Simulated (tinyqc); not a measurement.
Inside a calculation. Method: Pariser-Parr-Pople SCF with singles CI, for the molecule C=C(C=N)C=CCl (SMILES; centres numbered as the heavy atoms are written). One step of it, computed by the program tinyqc.

Task: Singles CI, singlets. Over the 4 single excitations with the smallest orbital gaps: A = (e_a - e_i) delta + 2 (ia|jb) - (ij|ab), with (pq|rs) = sum c_mp c_mq gamma_mn c_nr c_ns. f = 2/3 w |mu|^2 in atomic units, mu = sqrt2 sum c_ia sum_m c_mi c_ma R_m.

orbital energies (eV): -14.744372  -13.947334  -12.058048  -10.032240  -1.556355  0.377274  2.892219

coefficients:
```
          MO1        MO2        MO3        MO4        MO5        MO6        MO7
1C   0.286294  -0.199059  -0.264162   0.542569   0.619859   0.090181  -0.349128
2C   0.493194  -0.289107  -0.291618   0.306642  -0.364151  -0.116192   0.589915
3C   0.363900  -0.336312   0.362849  -0.030457  -0.409529   0.524327  -0.423380
4N   0.297246  -0.327037   0.625561  -0.247083   0.413310  -0.370012   0.211144
5C   0.391237   0.007155  -0.411776  -0.470519  -0.129710  -0.479739  -0.457122
6C   0.340287   0.248072  -0.222344  -0.488999   0.346008   0.566107   0.306445
7Cl  0.430297   0.771455   0.321241   0.298502  -0.089907  -0.126143  -0.058376
```

repulsion gamma_rs (eV), lower triangle:
```
            1C         2C         3C         4N         5C         6C        7Cl
1C   11.130000
2C    7.555815  11.130000
3C    5.239447   7.552838  11.130000
4N    3.690411   5.296911   7.731289  12.300000
5C    5.239762   7.553379   5.238946   4.709140  11.130000
6C    3.669832   5.237824   4.668007   5.296627   7.551718  11.130000
7Cl   2.883391   3.700246   3.298235   3.716405   5.328181   7.829714  13.000000
```

Centres (angstrom, eV; a flat drawing with bonds scaled to 1.40 angstrom):
```
centre          x          y  core charge z          W   gamma_rr
1C       2.071000   1.261000              1  11.160000  11.130000
2C       0.992000   0.370000              1  11.160000  11.130000
3C       1.224000  -1.011000              1  11.160000  11.130000
4N       0.145000  -1.902000              1  14.100000  12.300000
5C      -0.320000   0.859000              1  11.160000  11.130000
6C      -1.400000  -0.033000              1  11.160000  11.130000
7Cl     -2.711000   0.456000              2  26.000000  13.000000
```

Give: singlet CI matrix; singlet excitation energies; oscillator strengths.

Result:

singlet CI matrix (eV), lower triangle:
```
         4>5      4>6     3>5     2>5
4>5   4.5083
4>6   0.1402   5.2734
3>5  -0.2647  -0.3081  5.5863
2>5   0.3070  -0.0335  0.3006  8.0093
```

singlet excitation energies (eV): 4.4037  5.0803  5.8249  8.0683

oscillator strengths: 0.6188  0.0955  0.7392  0.0163
